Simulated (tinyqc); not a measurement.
Comparisons within one model: Bethe-Salpeter matrix of a two-band chain (Tamm-Dancoff form). A value that a table varies takes the place of the one given here.

One valence and one conduction band, lattice period 1, mesh k = 2 pi j/N. Pair energies D(k) = Eg + 2 t sum(1 - cos k), t = tc + tv. Screened attraction W(R) = U at R = 0 and V/|R| otherwise, R over the N cells with the nearest image; W(q) = sum_R W(R) cos(q R). H(k, k') = D(k) delta - W(k - k')/Nk + 2 J/Nk for singlets (J = 0 for triplets), Nk the number of k points. With a constant transition dipole the strength of a state is f = (sum_k A_k)^2/Nk, and the f sum to 1.

Values chosen for the exercise: Eg = 6 eV (quasiparticle gap); tc = 0.11 eV (conduction hopping); tv = 0.18 eV (valence hopping); U = 1.93 eV (attraction in the same cell); V = 0.76 eV (attraction at one cell distance); J = 0.4 eV (exchange in the same cell); fs = (0.2, 0.4, 0.7, 1, 1.4, 2, 2.6) (scale factors of U and V).

## Convergence with the k mesh

Lowest triplet and singlet, and f of the singlet, against N.

Results:

| N | Eg - E triplet (eV) | Eg - E singlet (eV) | f singlet |
|---|---|---|---|
| 4 | 1.4891 | 0.8674 | 0.5926 |
| 6 | 1.4844 | 0.8445 | 0.6347 |
| 8 | 1.4843 | 0.8425 | 0.6414 |
| 12 | 1.4843 | 0.8424 | 0.6421 |
| 20 | 1.4843 | 0.8424 | 0.6421 |
| 40 | 1.4843 | 0.8424 | 0.6421 |
| 100 | 1.4843 | 0.8424 | 0.6421 |

What does this show, and why?

The coarsest mesh misjudges the singlet binding by +0.0251 eV against the finest: a mesh of N points along an axis repeats the pair every N cells. The triplet is within 1 meV of the last row from N = 6 on. The singlet is within 1 meV of the last row from N = 8 on. The more tightly bound triplet is the smaller object in R, so it needs no more points than the singlet.

## Strength of the attraction

Triplets, N = 100; U and V scaled together, as weaker screening would do. f is the weight at R = 0. For V = 0 the infinite chain has binding sqrt(4 t^2 + U^2) - 2t and f = U/sqrt(4 t^2 + U^2), t = tc + tv.

Results:

| scale | U/t | binding (eV) | f | Eg - second level (eV) | contact formula (eV) |
|---|---|---|---|---|---|
| 0.20 | 1.33 | 0.1796 | 0.463 | 0.0196 | 0.1167 |
| 0.40 | 2.66 | 0.4595 | 0.671 | 0.0748 | 0.3856 |
| 0.70 | 4.66 | 0.9519 | 0.829 | 0.2070 | 0.8902 |
| 1.0 | 6.66 | 1.4843 | 0.900 | 0.3760 | 1.4353 |
| 1.4 | 9.32 | 2.2210 | 0.944 | 0.6318 | 2.1835 |
| 2.0 | 13.31 | 3.3506 | 0.971 | 1.0469 | 3.3233 |
| 2.6 | 17.30 | 4.4927 | 0.982 | 1.4794 | 4.4714 |

What can be read from the table?

The binding grows with exponent 1.36 between scales 0.2 and 0.4 and 1.12 over the last two rows (below 2 for a wide pair in a chain, where 1/|R| brings logarithms, 1 for a pair held in one cell). f rises from 0.463 to 0.982. On this mesh a second level lies below the gap from scale 0.2 on; in an infinite lattice the tail V/|R| binds a whole series at any scale. The tail V/|R| adds 0.021 eV to the contact value in the last row and 0.063 eV in the first.

## Exciton band

Triplets, solved in the electron-hole distance R on a ring of 60 cells, total momentum Q: D = Eg + 2 tc (1 - cos(k + Q/2)) + 2 tv (1 - cos(k - Q/2)), so the hopping in R has size |t(Q)| = sqrt(tc^2 + tv^2 + 2 tc tv cos Q) and the continuum starts at Eg + 2 (tc + tv) - 2 |t(Q)|.

Results:

| Q/pi | \|t(Q)\| (eV) | continuum edge (eV) | exciton (eV) | binding (eV) | weight at R = 0 |
|---|---|---|---|---|---|
| 0.000 | 0.2900 | 6.0000 | 4.5157 | 1.4843 | 0.900 |
| 0.167 | 0.2807 | 6.0186 | 4.5237 | 1.4949 | 0.906 |
| 0.333 | 0.2536 | 6.0729 | 4.5458 | 1.5270 | 0.920 |
| 0.500 | 0.2110 | 6.1581 | 4.5768 | 1.5813 | 0.942 |
| 0.667 | 0.1572 | 6.2657 | 4.6087 | 1.6570 | 0.966 |
| 0.833 | 0.1010 | 6.3780 | 4.6327 | 1.7452 | 0.986 |
| 1.000 | 0.0700 | 6.4400 | 4.6417 | 1.7983 | 0.993 |

How do the results move?

The exciton band is 0.1259 eV wide, against 0.4400 eV for the edge of the continuum: binding narrows it, since electron and hole must hop together. The binding grows from 1.484 to 1.798 eV as |t(Q)| falls. Between the first two rows the exciton rises 0.43 times as much as the edge, so it is heavier than the free pair.

## What each parameter does

N = 100: lowest singlet, its binding and f, and the singlet-triplet splitting. Each row changes one parameter from the base and keeps the others.

Results:

| case | singlet (eV) | binding (eV) | f | splitting (eV) |
|---|---|---|---|---|
| base | 5.1576 | 0.8424 | 0.642 | 0.6419 |
| Eg = 6.2 eV | 5.3576 | 0.8424 | 0.642 | 0.6419 |
| tc = 0.14 eV | 5.1718 | 0.8282 | 0.617 | 0.6231 |
| tv = 0.11 eV | 5.1190 | 0.8810 | 0.714 | 0.6884 |
| U = 1.54 eV | 5.3582 | 0.6418 | 0.383 | 0.5048 |
| V = 0.86 eV | 5.1208 | 0.8792 | 0.585 | 0.6155 |
| J = 0.6 eV | 5.3620 | 0.6380 | 0.376 | 0.8462 |

What can be read from the table?

The largest shifts from the base row, up to three for each result and ties (the steps differ in size, so this ranks the rows, not the parameters). singlet (eV): J +0.2044, U +0.2006, Eg +0.2000. binding (eV): J -0.2044, U -0.2006, tv +0.0386; unchanged at the printed digits by Eg. f: J -0.266, U -0.259, tv +0.072; unchanged at the printed digits by Eg. splitting (eV): J +0.2044, U -0.1371, tv +0.0465; unchanged at the printed digits by Eg. At zero total momentum only the sum tc + tv enters.

Computed by tinyqc, a small Python program: `OMP_NUM_THREADS=1 python tinyqc.py 1281373 1281374 out.jsonl` (the numbers bound the seed that draws the inputs); one thread of a shared host (Intel(R) Xeon(R) Processor @ 2.30GHz), about 0.2 s for the whole set of steps.
